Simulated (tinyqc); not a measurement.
Scaling with the misfit: strain-driven roughening and islands of a mismatched epitaxial film. Computed by tinyqc, a small Python program. Command: `OMP_NUM_THREADS=1 python tinyqc.py 3029727 3029728 out.jsonl island walk`. One thread of a shared host (Intel(R) Xeon(R) Processor @ 2.30GHz), about 0.01 s of CPU time with the checks.

Film and substrate share isotropic elastic constants; the film is coherent and biaxially strained.

Inputs (values chosen for the exercise, modelled on In(0.5)Ga(0.5)As on GaAs): misfit |f| = 0.0367; shear modulus G = 39.7 GPa; Poisson ratio nu = 0.3; surface energy gamma = 0.789 J/m^2; contact angle of the shallow shape theta_1 = 9.03 degrees; contact angle of the steep shape theta_2 = 22.4 degrees; facet energy of shape 1 over gamma = 0.9991; facet energy of shape 2 over gamma = 1.021; surface mobility D_s nu_s Omega^2/(k_B T) = 2.6e-33 m^6/(J s).

Transport: surface diffusion.

Constants: e = 1.602176634e-19 C.

Method:
- M = 2 G (1 + nu)/(1 - nu); stress = M f; energy density w = M f^2.
- A ripple A cos(k x) has the surface chemical potential per volume [gamma k^2 - 2 (1 + nu) w k] A cos(k x), so k_c = 2 (1 + nu) w/gamma. With surface diffusion the amplitude grows at the rate q = B k^2 [2 (1 + nu) w k - gamma k^2], fastest at k_m = (3/4) k_c. B is the surface mobility.
- Shallow faceted island (Tersoff form): E = 4 Gam V^(2/3) tan^(1/3)(theta) - 6 c V tan(theta), Gam = gamma [x/sin(theta) - 1/tan(theta)], x the facet energy over gamma, c = stress^2 (1 - nu)/(2 pi G).
- The barrier is the maximum of E, at V_c = [4 Gam/(9 c)]^3 / tan^2(theta) (1 GPa nm = 1 J/m^2).
- V_c = [4 Gam/(9 c)]^3/tan^2(theta), barrier = (4/3) Gam V_c^(2/3) tan^(1/3)(theta); the growth time is 1/q at k_m.

fastest wavelength = 12.8004 nm

growth time 1/q at k_m = 0.0251912 s

critical volume, shape 1 = 1.20789 nm^3

barrier, shape 1 = 0.295401 eV

Misfit scaled at fixed constants:
```
|f| (%)  fastest wavelength (nm)  growth time (s)  V_c of shape 1 (nm^3)  barrier of shape 1 (eV)
0.9175                    204.81       1.6509e+03             4.9475e+03               7.5623e+01
1.2845                    104.49       1.1187e+02             6.5708e+02               1.9685e+01
1.8350                     51.20       6.4489e+00             7.7305e+01               4.7264e+00
2.5690                     26.12       4.3698e-01             1.0267e+01               1.2303e+00
3.6700                     12.80       2.5191e-02             1.2079e+00               2.9540e-01
5.1380                      6.53       1.7070e-03             1.6042e-01               7.6895e-02
```

What does the comparison show, and why?

Halving the misfit stretches the wavelength 4 times, the barrier 16 times, the volume 64 times and the time 256 times: f^(-2), f^(-4), f^(-6), f^(-8). Over these rows the time spans 6.0 decades: strongly mismatched films tend to roughen first, while dilute alloys have time to stay flat. Rows with wavelengths under 10 nm or volumes under 5 nm^3 are beyond the continuum picture. Caution: a critical island of a few cubic nanometres holds a few hundred atoms at most, and edge energies, left out here, matter.

Extremes, crossings and ranges named in words are read from the listed rows.
